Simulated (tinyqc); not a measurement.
Worked calculation: inverse iteration on a symmetric matrix. One step of it, computed by the program tinyqc.

Question. Step 3. solve (A - shift) w = v; v' = w/|w| with its largest component positive (the first on a tie); lambda = v'^T A v'.

A:
```
           1          2         3          4
1   1.492000  -0.409000  0.077000  -0.067000
2  -0.409000   1.865000  0.332000   0.152000
3   0.077000   0.332000  1.902000   0.198000
4  -0.067000   0.152000  0.198000   2.951000
```

vector after step 2: 0.774579  0.570491  -0.272326  0.020150

shift = 0.920000

Give: vector after step 3; Rayleigh quotient after step 3.

Answer.

vector after step 3: 0.756  0.572  -0.318  0.015

Rayleigh quotient after step 3 = 1.144
